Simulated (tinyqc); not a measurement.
## CMOS inverter, nodal equation and switching: effect of the slope factor

An n-channel pull-down (bn, VTn) and a p-channel pull-up (bp, VTp) share the input Vin and the output node Vout, which carries the load C. Transistor (EKV form, voltages against the body): I = 2 n b Vt^2 [F(vp - Vs) - F(vp - Vd)] from drain to source, F(v) = ln^2(1 + exp(v/(2 Vt))), vp = (Vg - VT + sg |Vd - Vs|)/n. n-channel bodies are at 0; for the p-channel device all voltages are counted down from Vdd. b in uA/V^2 gives I in uA. Static: In = Ip. Transient: C dVout/dt = Ip - In. No velocity saturation, no gate capacitance beyond C.

VM solves In = Ip with Vin = Vout; VIL and VIH are the inputs of gain -1, NML = VIL - Vout(VIH), NMH = Vout(VIL) - VIH. For a step input the delay to Vdd/2 is tHL = C times the integral of dV/(In - Ip) from Vdd/2 to Vdd at Vin = Vdd, and tLH likewise with Ip - In from 0 to Vdd/2 at Vin = 0.

Inputs (values chosen for the exercise): temperature T = 350 K; supply voltage Vdd = 0.75 V; drain-induced barrier lowering sg = 0.05; n-channel threshold VTn = 0.26 V; p-channel threshold (magnitude) VTp = 0.3 V; gain factor of the pull-down transistor bn = 390 uA/V^2; gain factor of the pull-up transistor bp = 510 uA/V^2; load capacitance C = 1.1 fF.

Constants: q = 1.602176634e-19 C, kB = 1.380649e-23 J/K, Vt = kB T/q. Results are converted to the units shown.

Results:
```
n,VM (V),gain at VM,NML (V),NMH (V),tHL (ps),tLH (ps)
1,0.3649,-19.96,0.2786,0.2973,7.989,7.132
1.1,0.3654,-19.96,0.2790,0.2974,8.730,7.814
1.2,0.3658,-19.97,0.2794,0.2972,9.491,8.507
1.3,0.3662,-19.97,0.2795,0.2968,10.26,9.205
1.4,0.3667,-19.97,0.2796,0.2962,11.04,9.904
1.6,0.3676,-19.97,0.2796,0.2946,12.60,11.30
```

Estimate the missing row, n = 1.5.

Computed row:
```
n,VM (V),gain at VM,NML (V),NMH (V),tHL (ps),tLH (ps)
1.5,0.3671,-19.97,0.2796,0.2954,11.82,10.60
```

With this row back in the table: As n goes from 1 to 1.6, VM rises from 0.365 to 0.368 V, the size of the gain stays near 20.0, tHL rises from 7.99 to 12.6 ps and tLH rises from 7.13 to 11.3 ps. The smaller margin is largest, 0.280 V, at n = 1.5 among the rows.

Computed by the program tinyqc: `OMP_NUM_THREADS=1 python tinyqc.py 2340080 2340081 out.jsonl`, one thread of a shared Intel Xeon 2.30GHz, about 0.04 s for the whole run.
